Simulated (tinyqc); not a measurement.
# Read current of a NAND string, cells in series solved by shooting: what changes with what

Cells in series, numbered from 0 at the source line (0 V) to the bit line, each followed by a gap resistance Rg. A cell with gate Vg, threshold VT, source Vs and drain Vd passes I = 2 nf K Vt^2 [F(Vs) - F(Vd)]/(1 + th max(Vg - VT, 0)), F(V) = ln^2(1 + exp((Vg - VT - nf V)/(2 nf Vt))). The selected cell has Vg = Vr, the others Vg = Vp.

Inputs (values chosen for the exercise); values of the order met in vertical NAND strings: temperature T = 358 K; gain factor of a cell K = 4.8 uA/V^2; slope factor nf = 1.9; mobility reduction factor th = 0.18 1/V; resistance of the gap between cells Rg = 9 kohm; bit-line voltage Vbl = 0.5 V; pass voltage Vp = 7 V; threshold of an erased cell Ve = -2.1 V; threshold of the highest state Vh = 4.3 V; threshold of the selected cell Vx = 2.1 V; sensing current Is = 20 nA; read voltage on the selected word line Vr = 3.65 V.

Constants: q = 1.602176634e-19 C, kB = 1.380649e-23 J/K, Vt = kB T/q. Results are converted to the units shown.

Each table varies one quantity; the others keep the values above.

## Read current against the number of cells

For a trial current I start at 0 V and, cell by cell, solve for the drain: sqrt(F(Vd)) = sqrt(F(Vs) - I/k), k = 2 nf K Vt^2/(1 + th max(Vg - VT, 0)), Vd = [Vg - VT - 2 nf Vt ln(exp(sqrt F) - 1)]/nf, then add I Rg. The string current is the I for which the last node reaches Vbl. The apparent threshold is the Vr at which I = Is. Background: all other cells erased (VT = Ve) or all in the highest state (VT = Vh); ratio and shift are high over erased and high minus erased. The selected cell is in the middle, cell n/2.

Read current against the number of cells:

| n | I, others erased (uA) | I, others high (uA) | ratio | apparent VT, erased (V) | apparent VT, high (V) | background shift (mV) |
|---|---|---|---|---|---|---|
| 8 | 0.6479 | 0.3865 | 0.5965 | 2.189 | 2.197 | 8.447 |
| 16 | 0.3704 | 0.2019 | 0.5449 | 2.200 | 2.217 | 17.01 |
| 32 | 0.1991 | 0.1031 | 0.5180 | 2.221 | 2.256 | 34.49 |
| 64 | 0.1034 | 0.05213 | 0.5043 | 2.264 | 2.335 | 70.95 |
| 96 | 0.06979 | 0.03488 | 0.4997 | 2.308 | 2.417 | 109.8 |
| 128 | 0.05268 | 0.02621 | 0.4974 | 2.351 | 2.507 | 155.9 |

With erased neighbours the current falls from 0.648 to 0.0527 uA, as n^(-0.81) between the first two rows and n^(-0.98) between the last two (-1 once the series resistance rules). The ratio falls from 0.596 to 0.497 and the background shift rises from 8.45 to 156 mV.

## Effect of the bit-line voltage

Same model as above.

The string has 32 cells and the selected one is cell 16.

Effect of the bit-line voltage:

| Vbl (V) | I, others erased (uA) | I, others high (uA) | ratio | apparent VT, erased (V) | apparent VT, high (V) | background shift (mV) |
|---|---|---|---|---|---|---|
| 0.1 | 0.04231 | 0.02407 | 0.5688 | 2.260 | 2.425 | 165.0 |
| 0.2 | 0.08346 | 0.04643 | 0.5563 | 2.223 | 2.261 | 38.49 |
| 0.3 | 0.1234 | 0.06708 | 0.5437 | 2.221 | 2.256 | 34.70 |
| 0.4 | 0.1620 | 0.08599 | 0.5309 | 2.221 | 2.256 | 34.50 |
| 0.5 | 0.1991 | 0.1031 | 0.5180 | 2.221 | 2.256 | 34.49 |
| 0.6 | 0.2347 | 0.1185 | 0.5051 | 2.221 | 2.256 | 34.48 |
| 0.7 | 0.2685 | 0.1321 | 0.4921 | 2.221 | 2.256 | 34.48 |
| 0.8 | 0.3003 | 0.1440 | 0.4794 | 2.221 | 2.256 | 34.48 |

Read the table: what changes, and by how much?

As Vbl goes from 0.1 to 0.8 V, the current with erased neighbours rises from 0.0423 to 0.300 uA, that with high neighbours rises from 0.0241 to 0.144 uA and the ratio falls from 0.569 to 0.479. The background shift falls from 165 to 34.5 mV.

Program tinyqc, `OMP_NUM_THREADS=1 python tinyqc.py 2142057 2142058 out.jsonl`; Intel Xeon 2.30GHz, shared host, one thread, about 0.4 s.
